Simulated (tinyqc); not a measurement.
Hopping conduction between localised states: one step, computed by the program tinyqc. Command: `OMP_NUM_THREADS=1 python tinyqc.py 3016728 3016729 out.jsonl hop walk`. One thread of a shared host (Intel(R) Xeon(R) Processor @ 2.30GHz), about 0.01 s of CPU time with the checks.

Energies are counted from the Fermi level. A small network shows the mechanism; the laws of an infinite system follow.

Question. Total conductivity. Mott: T_M = 21.2/(k_B g_0 xi^3), exponent (T_M/T)^(1/4), mean hop r = (3/8) xi times the exponent. Efros-Shklovskii: T_ES = 2.8 e^2/(4 pi eps eps_0 k_B xi), exponent (T_ES/T)^(1/2). Coulomb gap width g_0^(1/2) (e^2/(4 pi eps eps_0))^(3/2). The numerical coefficients come from percolation theory and are given. sigma = s_1 exp(-E_a/k_B T) + s_2 exp(-larger of the two exponents); reduced activation energy w = d ln(sigma)/d ln(T) by a central difference of +/- 1 %.

Inputs (values chosen for the exercise, for a model defective oxide): localisation length xi = 1.5 nm; density of states g_0 = 1e+20 1/(eV cm^3); permittivity eps = 6.2; activation energy E_a to extended states = 0.18 eV; prefactor of activated conduction = 50 S/cm; prefactor of hopping = 0.036 S/cm; temperature T = 110 K.

Dimension: 3D.

Constants: k_B = 8.617333262e-05 eV/K; e^2/(4 pi eps_0) = 14.39964548 eV angstrom.

Give: activated part; hopping part; conductivity; reduced activation energy w.

Answer.

activated part = 2.8318e-07 S/cm

hopping part = 4.3442e-06 S/cm

conductivity = 4.6273e-06 S/cm

reduced activation energy w = 3.2820

Hopping carries 94 %. For sigma = s exp(-(T_0/T)^p), w = p (T_0/T)^p, so the slope of ln w against ln T gives -p.
